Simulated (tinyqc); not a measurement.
Hubbard chain of 4 sites, step by step. Computed by tinyqc, a small Python program that keeps every step. Settings: hopping = 1.91, U = 9.2, mixing = 0.2, iteration cap = 67. Command: `OMP_NUM_THREADS=1 python tinyqc.py 29725 29726 out.jsonl` (the two numbers bound the seeds that draw the settings). One thread of a shared host (Intel(R) Xeon(R) Processor @ 2.60GHz), about 0.2 s of CPU time with the checks.

one-body matrix (hopping and site energies) (eV):
```
,1,2,3,4
1,-0.190000,-1.910000,0.000000,0.000000
2,-1.910000,-0.450000,-1.910000,0.000000
3,0.000000,-1.910000,-0.090000,-1.910000
4,0.000000,0.000000,-1.910000,-0.540000
```

U = 9.200000 eV

electrons, up and down: 2  2

n(up) at the start (a guess, not normalised): 1 0.500000, 2 0.500000, 3 0.500000, 4 0.500000

n(down) at the start (a guess): 1 0.500000, 2 0.500000, 3 0.500000, 4 0.500000

Each step fills the lowest levels of T + U n(other spin) and sets n(new) = n + mixing (n(out) - n); stop when output and input agree to 1e-8.

Course of the cycle:
```
iteration,E (eV),largest |n(out) - n(in)|,mean |n_up - n_down|
1,-0.54643826,7.02e-02,0.000000
2,-0.61729640,1.85e-02,0.000000
3,-0.62180613,5.33e-03,0.000000
4,-0.62211446,2.24e-03,0.000000
5,-0.62214403,1.13e-03,0.000000
6,-0.62214894,6.45e-04,0.000000
7,-0.62215025,4.01e-04,0.000000
8,-0.62215072,2.63e-04,0.000000
9,-0.62215093,1.78e-04,0.000000
10,-0.62215103,1.23e-04,0.000000
11,-0.62215108,8.66e-05,0.000000
...,...,...,...
29,-0.62215113,2.13e-07,0.000000
30,-0.62215113,1.53e-07,0.000000
31,-0.62215113,1.10e-07,0.000000
32,-0.62215113,7.86e-08,0.000000
33,-0.62215113,5.64e-08,0.000000
34,-0.62215113,4.05e-08,0.000000
35,-0.62215113,2.91e-08,0.000000
36,-0.62215113,2.09e-08,0.000000
37,-0.62215113,1.50e-08,0.000000
38,-0.62215113,1.08e-08,0.000000
39,-0.62215113,7.72e-09,0.000000
```

Can the last value be used, and what does the course show?

No, though the log alone does not show it. Converged in 39 iterations. But random starts reach -3.58079 eV, so this is another stationary point, not the lowest one. Reruns (cap 100 unless said): mixing 0.5: not converged; mixing 0.9: not converged. Before convergence this energy mixes input and output and is not variational, so it may rise towards its limit.
